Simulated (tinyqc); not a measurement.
Inside a calculation. Model: one-diode model of a solar cell.

Computed by the program tinyqc: `OMP_NUM_THREADS=1 python tinyqc.py 2280032 2280033 out.jsonl`, one thread of a shared Intel Xeon 2.30GHz, about 0.01 s for the whole run. Printed values are rounded.

J is the current delivered and Vj = V + J Rs the junction voltage. J = X JL - J01 (exp(Vj/(n1 Vt)) - 1) - Vj/Rp. The photocurrent does not depend on voltage.

Values chosen for this exercise; values of the order met in cells of cadmium telluride:
- T = 273 K (temperature)
- JL = 26.9 mA/cm^2 (photocurrent at one sun)
- X = 0.1 suns (concentration)
- J01 = 2.4e-11 A/cm^2 (saturation current of the diode)
- n1 = 1.6 (ideality factor of the diode)
- Rs = 0.73 ohm cm^2 (series resistance)
- Rp = 1000 ohm cm^2 (shunt resistance)
- Pin = 100 mW/cm^2 (incident power at one sun)

Constants: q = 1.602176634e-19 C, kB = 1.380649e-23 J/K, Vt = kB T/q. Results are converted to the units shown.

## Starting value

Vj = 0.62 V.

Vj at the start = 0.62 V

## Iteration 1: new Vj

Maximum power: dP/dVj = f = J (1 + 2 Rs G) - G Vj = 0. G = -dJ/dVj = J01 exp(Vj/(n1 Vt))/(n1 Vt) + 1/Rp. H = dG/dVj; f' = -2 G - 2 Rs G^2 + (2 Rs J - Vj) H; Vj(new) = Vj - f/f'.

J = 1.72822 mA/cm^2
G = 0.0100800 S/cm^2
H = 0.241230 S/(cm^2 V)
f = -4.49596 mA/cm^2
f' = -0.169262 S/cm^2
Vj after iteration 1 = 0.593438 V

## Iteration 2: new Vj

As before.

J = 1.92780 mA/cm^2
G = 0.00548348 S/cm^2
H = 0.119113 S/(cm^2 V)
f = -1.31087 mA/cm^2
f' = -0.0813619 S/cm^2
Vj after iteration 2 = 0.577326 V

## Iteration 3: new Vj

As before.

J = 2.00268 mA/cm^2
G = 0.00392227 S/cm^2
H = 0.0776363 S/(cm^2 V)
f = -0.250283 mA/cm^2
f' = -0.0524615 S/cm^2
Vj after iteration 3 = 0.572556 V

## Course of the iteration

Stop when the step is below 1e-10 V, or after 60 iterations.

Course of the iteration:

| iteration | Vj before the step (V) | step (V) |
|---|---|---|
| 1 | 0.62 | -0.0266 |
| 2 | 0.593438 | -0.0161 |
| 3 | 0.577326 | -4.77e-3 |
| 4 | 0.572556 | -3.35e-4 |
| 5 | 0.572221 | -1.52e-6 |
| 6 | 0.572219 | -3.10e-11 |

Converged in 6 iterations.

## Figures of merit

Jsc at V = 0, Voc at J = 0, the maximum power point where J (1 + 2 Rs G) = G Vj with G = -dJ/dVj; FF = Vmp Jmp/(Voc Jsc); efficiency Vmp Jmp/(X Pin). Empirical fill factor without parasitics FF0 = (v - ln(v + 0.72))/(v + 1), v = Voc/(n1 Vt).

Jsc = 2.68804 mA/cm^2
Voc = 0.686566 V
Vmp = 0.570743 V
Jmp = 2.02174 mA/cm^2
FF = 0.625243
efficiency = 11.5390 %
FF0 = 0.795098

FF is 21 % below FF0. Removing one loss at a time changes the efficiency by: shunt +3.38, series resistance +0.03 points.
